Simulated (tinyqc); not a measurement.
## Series resistance and mobility from two gate lengths

Inverse problem. At small Vds the total resistance times width is 2 Rs + L/(mu Q), with the same mu and Q at both lengths. Find mu and Rs.

total resistance at L = 40 and 120 nm (ohm um): [398.00913, 1074.0274]
Q = 1.22 uC/cm^2

Answer. The slope against L is 1/(mu Q), and the intercept at L = 0 is 2 Rs.

mu = 97.00 cm^2/(V s)
Rs = 30.00 ohm um

Computed by the program tinyqc: `OMP_NUM_THREADS=1 python tinyqc.py 2380089 2380090 out.jsonl`, one thread of a shared Intel Xeon 2.30GHz, about 0.01 s for the whole run.
